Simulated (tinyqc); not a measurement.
Worked calculation: Tamm state at the end of a one-band chain. Values are carried at full precision from step to step, so a last printed digit may differ when a step is redone from the rounded ones.

A half-infinite chain with site energy 0 and hopping -t, band E = -2t cos(ka); the end site has energy D. The surface Green function of the unperturbed half chain is g = (E -/+ sqrt(E^2 - 4t^2))/(2t^2), the root with |t g| <= 1 and Im g <= 0, and with the shift G = g/(1 - D g).

Parameters, chosen for this exercise: t = 1.47 eV (hopping); D = 3.66 eV (shift of the end site); a = 2.9 angstrom (spacing); N = 7 (sites); E = 0.79 eV (energy in the band).

## The bound state

Amplitudes z^n solve the chain for E = -t (z + 1/z); the end site demands z = -t/D, bound if |z| < 1. Then E = D + t^2/D, weight on the end site 1 - z^2, decay length -a/ln|z|.

z = -0.4016
E = 4.2504 eV
weight on the end site = 0.8387
decay length of the amplitude = 3.179 angstrom

The state lies 1.3104 eV above the band, and its amplitude alternates in sign from site to site.

## A finite chain

Write H for N sites.

H (eV):
```
        1       2       3       4       5       6       7
1   3.660  -1.470       0       0       0       0       0
2  -1.470       0  -1.470       0       0       0       0
3       0  -1.470       0  -1.470       0       0       0
4       0       0  -1.470       0  -1.470       0       0
5       0       0       0  -1.470       0  -1.470       0
6       0       0       0       0  -1.470       0  -1.470
7       0       0       0       0       0  -1.470       0
```

## Levels of the finite chain

Diagonalise; give the weight of each level on site 1.

levels (eV): -2.6707  -1.9100  -0.7909  0.4889  1.6976  2.5948  4.2504

weights on site 1: 0.0041  0.0153  0.0302  0.0430  0.0447  0.0240  0.8387

The split-off level differs from the half-infinite value by -0.007 meV, the pull of the far end.

## Local density of states in the band

Form g and G at E; the surface density is -Im G/pi, the bulk density 1/(pi sqrt(4t^2 - E^2)).

g = 0.1828-0.6553i 1/eV
G = -0.2578-0.1118i 1/eV

densities (1/eV): clean end 0.2086, shifted end 0.0356, bulk 0.1124

## Checks

- Pole of G, 1 - D g(E) = 0, at the bound level: both 1.00000.

(tinyqc, `OMP_NUM_THREADS=1 python tinyqc.py 1481587 1481588 out.jsonl`, Intel(R) Xeon(R) Processor @ 2.30GHz, 1 thread, shared host, about 0.01 s.)
